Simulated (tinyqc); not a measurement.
# Off-state leakage of single and stacked transistors: subthreshold current against the height of the stack

n-channel devices of unit width. Subthreshold current I(Vg, Vs, Vd) = I0 (T/300 K)^0.5 exp[(Vg - Vs - VT(T) - gb (Vs - Vb) + dd (Vd - Vs))/(nf Vt)] (1 - exp(-(Vd - Vs)/Vt)), VT(T) = VT - cT (T - 300 K). Gate-edge tunnelling Ig (Vd/1 V) exp(ag (Vd - 1 V)), for a gate at 0 V, and band-to-band leakage Ab u exp(-Bb/u), u = Vd - Vb + 1 V, flow at a drain held at V; both are taken as independent of T. In a stack of off transistors (all gates at 0 V) the same subthreshold current passes through each.

All n gates at 0 V, bottom source at 0 V, top drain at V; node voltages follow from equal currents.

Parameters, values chosen for the exercise; values of the order met in bulk silicon logic transistors: temperature T = 330 K; supply voltage V = 1.1 V; threshold at 300 K, zero drain and body bias VT = 0.36 V; fall of the threshold with temperature cT = 0.7 mV/K; current at threshold at 300 K I0 = 0.13 uA/um; slope factor nf = 1.31; drain-induced lowering per volt dd = 0.09; rise of the threshold per volt of source-body bias gb = 0.24; body voltage Vb = 0 V.

Constants: q = 1.602176634e-19 C, kB = 1.380649e-23 J/K, Vt = kB T/q. Results are converted to the units shown.

Result of one run:
```
n,I (nA/um),reduction factor,drain voltage of the bottom device (mV),source voltage of the top device (mV),voltage across the top device (V)
3,0.008295,26.18,20.76,91.45,1.009
```

What becomes of these results when the number of transistors in series n is changed from 3 to 5, all else the same?

Result of the changed run:
```
n,I (nA/um),reduction factor,drain voltage of the bottom device (mV),source voltage of the top device (mV),voltage across the top device (V)
5,0.004109,52.84,8.727,111.1,0.9889
```

The whole series:
```
n,I (nA/um),reduction factor,drain voltage of the bottom device (mV),source voltage of the top device (mV),voltage across the top device (V)
1,0.2171,1.000,1100,0,1.100
2,0.01667,13.03,71.90,71.90,1.028
3,0.008295,26.18,20.76,91.45,1.009
4,0.005500,39.48,12.28,103.0,0.9970
5,0.004109,52.84,8.727,111.1,0.9889
6,0.003278,66.23,6.769,117.4,0.9826
```

The second transistor cuts the current by a factor of 13.0, the third by a further 2.01 and the sixth by 1.25. The top device keeps 89.3 % of the supply at n = 6, while the drain voltage of the bottom one falls to 0.238 Vt.

Numbers from tinyqc (`OMP_NUM_THREADS=1 python tinyqc.py 2242179 2242180 out.jsonl`; about 0.03 s on one thread of a shared Intel Xeon 2.30GHz).
